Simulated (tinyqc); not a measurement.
Modulation-doped quantum well, Poisson-Schroedinger loop with local exchange and correlation: effect of the temperature.

A well of width L centred at z = 0 between barriers Vb; effective-mass electrons, parabolic bands. The electrons come from donor sheets outside the mesh, a share fL of Ns on the left and the rest on the right, so the structure is neutral. Energies are counted from the band edge of the well, with U = 0 on the first node in the Hartree part.

Schroedinger equation -C d/dz (1/m) dpsi/dz + (V0 + U) psi = E psi, C = hbar^2/(2 m0), on a fine mesh (400 intervals across the well) with hard walls 4.9 nm outside the well edges (to within half a fine step); the lowest 2 levels are kept. V0 = 0 in the well and Vb outside, plus q Fz z (1 kV/cm = 1e-4 eV/nm). N_k = D Vt ln(1 + exp((EF - E_k)/Vt)), D = md m0 q/(pi hbar^2), sum N_k = Ns; n = sum N_k |psi_k|^2. dU/dz = q (fL Ns - integral of n from the left)/(eps0 eps_r). Added to it: V_xc = -(2 Ry/(pi al rs)) [1 + 0.7734 (rs/21) ln(1 + 21/rs)] (Hedin-Lundqvist), al = (4/(9 pi))^(1/3), rs = (3/(4 pi n))^(1/3)/aB, aB = 4 pi eps0 eps_r hbar^2/(md m0 q^2), Ry = q/(8 pi eps0 eps_r aB) in eV. The loop is converged to 1e-9 eV; shares under 0.001 % are printed as 0.

Inputs (values chosen for the exercise); material values close to those of In0.53Ga0.47As in InAlAs:
- mw = 0.0402 m0 (mass along z in the well)
- mb = 0.0764 m0 (mass along z in the barriers)
- md = 0.0422 m0 (in-plane mass)
- Vb = 0.497 eV (barrier height)
- eps_r = 13.7 (relative permittivity (all layers))
- L = 12.6 nm (well width)
- Ns = 2.1e11 cm^-2 (sheet density of electrons)
- fL = 0.7 (share of the donors on the left side)
- Fz = 0 kV/cm (applied field along z)

Constants: q = 1.602176634e-19 C, kB = 1.380649e-23 J/K, hbar = 1.054571817e-34 J s, m0 = 9.1093837015e-31 kg, Vt = kB T/q, eps0 = 8.8541878128e-14 F/cm where lengths are in cm, hbar^2/(2 m0) = 0.0380998212 eV nm^2. Results are converted to the units shown.

Result of one run:
```
T (K),E2 - E1 (meV),EF - E1 (meV),share of E2 (%),centroid (nm),charge in the barriers (%),range of U in the well (meV)
200,105,-0.143,0.318,-0.0891,1.63,6.88
```

What becomes of these results when the temperature T is changed from 200 to 300 K, all else the same?

Result of the changed run:
```
T (K),E2 - E1 (meV),EF - E1 (meV),share of E2 (%),centroid (nm),charge in the barriers (%),range of U in the well (meV)
300,105,-14.5,2.10,-0.0871,1.71,6.88
```

The whole series:
```
T (K),E2 - E1 (meV),EF - E1 (meV),share of E2 (%),centroid (nm),charge in the barriers (%),range of U in the well (meV)
4,105,11.9,0,-0.0895,1.62,6.88
20,105,11.9,0,-0.0895,1.62,6.88
50,105,11.6,0,-0.0895,1.62,6.88
100,105,9.42,0.00106,-0.0895,1.62,6.88
150,105,5.35,0.0475,-0.0894,1.62,6.88
200,105,-0.143,0.318,-0.0891,1.63,6.88
300,105,-14.5,2.10,-0.0871,1.71,6.88
400,105,-32.7,5.24,-0.0834,1.86,6.88
```

As T goes from 4 to 400, E2 - E1 stays near 105 meV, EF - E1 falls from 11.9 to -32.7 meV and the share of E2 rises from 0 to 5.24 %. EF stays below E2 throughout.

Program tinyqc, `OMP_NUM_THREADS=1 python tinyqc.py 2140142 2140143 out.jsonl`; Intel Xeon 2.30GHz, shared host, one thread, about 0.2 s.
